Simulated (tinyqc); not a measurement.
Sp3 tight binding, zinc-blende lattice, step by step. One step of it, computed by the program tinyqc.

Question. Levels at k. Diagonalise the Hermitian matrix.

H(k) at k (eV):
```
                      a s                 a px                 a py                a pz
a s            -16.450000             0.000000             0.000000            0.000000
a px             0.000000            -6.600000             0.000000            0.000000
a py             0.000000             0.000000            -6.600000            0.000000
a pz             0.000000             0.000000             0.000000           -6.600000
c s   -1.269736+2.066485i  -1.914704+0.755113i  -1.189867+1.215108i  0.973485-1.485197i
c px   1.914704-0.755113i   0.681895-1.109779i  -1.307962+1.995491i  1.598690-1.632603i
c py   1.189867-1.215108i  -1.307962+1.995491i   0.681895-1.109779i  2.572571-1.014559i
c pz  -0.973485+1.485197i   1.598690-1.632603i   2.572571-1.014559i  0.681895-1.109779i

                      c s                 c px                 c py                 c pz
a s   -1.269736-2.066485i   1.914704+0.755113i   1.189867+1.215108i  -0.973485-1.485197i
a px  -1.914704-0.755113i   0.681895+1.109779i  -1.307962-1.995491i   1.598690+1.632603i
a py  -1.189867-1.215108i  -1.307962-1.995491i   0.681895+1.109779i   2.572571+1.014559i
a pz   0.973485+1.485197i   1.598690+1.632603i   2.572571+1.014559i   0.681895+1.109779i
c s            -14.560000             0.000000             0.000000             0.000000
c px             0.000000            -5.620000             0.000000             0.000000
c py             0.000000             0.000000            -5.620000             0.000000
c pz             0.000000             0.000000             0.000000            -5.620000
```

Give: eigenvalues; weights |c|^2 of the basis functions.

Answer.

eigenvalues (eV): -18.765  -14.795  -10.208  -10.034  -7.416  -2.674  -2.180  -1.598

weights |c|^2 of the basis functions:
```
      band 1  band 2  band 3  band 4  band 5  band 6  band 7  band 8
a s    0.663   0.217   0.007   0.000   0.092   0.012   0.000   0.008
a px   0.005   0.061   0.245   0.063   0.200   0.270   0.016   0.139
a py   0.003   0.051   0.052   0.368   0.093   0.032   0.269   0.132
a pz   0.003   0.054   0.251   0.131   0.133   0.111   0.152   0.166
c s    0.296   0.522   0.011   0.000   0.151   0.011   0.000   0.008
c px   0.013   0.033   0.192   0.049   0.151   0.366   0.021   0.174
c py   0.009   0.030   0.045   0.285   0.074   0.045   0.345   0.166
c pz   0.009   0.032   0.195   0.103   0.105   0.152   0.196   0.207
```
